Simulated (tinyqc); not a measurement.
# Changing the temperature T

Model: Bloch-Grueneisen resistivity of a metal. Computed by tinyqc, a small Python program. Command: `OMP_NUM_THREADS=1 python tinyqc.py 3006088 3006089 out.jsonl bg sweep`. One thread of a shared host (Intel(R) Xeon(R) Processor @ 2.30GHz), about 0.01 s of CPU time with the checks.

Electrons scatter from a Debye spectrum of phonons (n = 5 for scattering within one band, n = 3 for scattering into a second, heavy band) and from static defects.

Inputs (values chosen for the exercise, modelled on nickel):

| quantity | value | unit |
|---|---|---|
| exponent n | 5 | - |
| Debye temperature Theta | 389 | K |
| transport coupling lambda_tr | 0.23 | - |
| Drude plasma energy hbar w_p | 6.1 | eV |
| residual resistivity rho_0 | 3.1 | microohm cm |
| saturation resistivity | 150 | microohm cm |

Addition: saturation.

Constants: k_B = 1.380649e-23 J/K; hbar = 1.054571817e-34 J s; eps_0 = 8.8541878128e-12 F/m; hbar = 6.582119569e-16 eV s; k_B = 8.617333262e-05 eV/K.

Method:
- rho_ph = (n - 1) rho_1 (T/Theta)^n J_n(Theta/T), with rho_1 = 2 pi lambda_tr k_B Theta/(hbar eps_0 w_p^2), the high-temperature line at T = Theta.
- J_n(y) = int_0^y x^n e^x/(e^x - 1)^2 dx, by 96 Gauss-Legendre points (upper limit at most 60).
- Parallel-resistor saturation: 1/rho = 1/(rho_0 + rho_ph) + 1/rho_sat.
- Temperature coefficient (1/rho) d rho/dT by a central difference of +/- 0.5 K; residual ratio rho(295 K)/rho(4.2 K); scattering time tau = 1/(eps_0 w_p^2 rho); Wiedemann-Franz kappa = L_0 T/rho, L_0 = (pi^2/3)(k_B/e)^2.

One run for each value:

| temperature T (K) | resistivity rho (microohm cm) | phonon resistivity rho_ph (microohm cm) | temperature coefficient (1e-3/K) | Wiedemann-Franz conductivity (W/(m K)) |
|---|---|---|---|---|
| 10 | 3.04 | 5.408e-05 | 8.588e-03 | 8.0 |
| 16 | 3.04 | 5.671e-04 | 5.610e-02 | 12.9 |
| 27 | 3.04 | 7.728e-03 | 4.478e-01 | 21.7 |
| 45 | 3.12 | 8.641e-02 | 2.548e+00 | 35.2 |
| 74 | 3.55 | 5.374e-01 | 5.858e+00 | 50.9 |
| 120 | 4.70 | 1.755e+00 | 5.751e+00 | 62.3 |
| 200 | 6.84 | 4.062e+00 | 3.767e+00 | 71.5 |
| 330 | 9.99 | 7.608e+00 | 2.312e+00 | 80.7 |
| 550 | 14.79 | 1.331e+01 | 1.402e+00 | 90.8 |
| 900 | 21.62 | 2.216e+01 | 8.515e-01 | 101.7 |

Describe and explain the trends.

Over the rows, resistivity rho (microohm cm) rises from 3.04 to 21.6 (exponent d ln y / d ln x 3.4e-4 between the first rows and 0.77 between the last); phonon resistivity rho_ph (microohm cm) rises from 5.41e-5 to 22.2 (exponent d ln y / d ln x 5.0 between the first rows and 1.0 between the last); temperature coefficient (1e-3/K) goes from 0.00859 through a maximum among these rows, 5.86 at 74.0, to 0.852. At the low end the exponent of phonon resistivity rho_ph is 5.00, close to 5: the T^5 law. At the high end the exponent of phonon resistivity rho_ph is 1.04, close to 1: the linear law of classical vibrations. At the low end the exponent of Wiedemann-Franz conductivity is 1.00, close to 1: defect scattering, constant rho.

Caution (rows 120, 200): below about Theta/2 small-angle phonon scattering degrades heat flow more than charge flow, so a thermal conductivity taken from rho by the Wiedemann-Franz law would be too high. Caution (rows 550, 900): scattering from magnetic disorder, left out here, raises the resistivity of this ferromagnet well above the phonon value.

Extremes, crossings and ranges named in words are read from the listed rows.
